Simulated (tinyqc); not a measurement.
Two-diode model of a solar cell: one step of the calculation.

J is the current delivered and Vj = V + J Rs the junction voltage. J = X JL - J01 (exp(Vj/(n1 Vt)) - 1) - J02 (exp(Vj/(2 Vt)) - 1) - Vj/Rp. The photocurrent does not depend on voltage.

Task. Figures of merit. Jsc at V = 0, Voc at J = 0, the maximum power point where J (1 + 2 Rs G) = G Vj with G = -dJ/dVj; FF = Vmp Jmp/(Voc Jsc); efficiency Vmp Jmp/(X Pin). Empirical fill factor without parasitics FF0 = (v - ln(v + 0.72))/(v + 1), v = Voc/(n1 Vt).

Parameters, values chosen for the exercise; values of the order met in cells of silicon: temperature T = 298.15 K; photocurrent at one sun JL = 35.1 mA/cm^2; concentration X = 1 suns; saturation current of the first diode J01 = 4.3e-14 A/cm^2; ideality factor of the first diode n1 = 1; series resistance Rs = 0 ohm cm^2; shunt resistance Rp = 300 ohm cm^2; incident power at one sun Pin = 100 mW/cm^2; saturation current of the second diode (ideality 2) J02 = 2.2e-9 A/cm^2.

Constants: q = 1.602176634e-19 C, kB = 1.380649e-23 J/K, Vt = kB T/q. Results are converted to the units shown.

Find: Jsc; Voc; Vmp; Jmp; FF; efficiency; FF0.

Result.

Jsc = 35.100 mA/cm^2
Voc = 0.70142 V
Vmp = 0.61486 V
Jmp = 31.641 mA/cm^2
FF = 0.79021
efficiency = 19.455 %
FF0 = 0.84690

FF is 6.7 % below FF0. Removing one loss at a time changes the efficiency by: shunt +1.27, second diode +0.22 points.

tinyqc, about 0.01 s, one thread, Intel Xeon 2.30GHz (shared host): `OMP_NUM_THREADS=1 python tinyqc.py 2280022 2280023 out.jsonl`
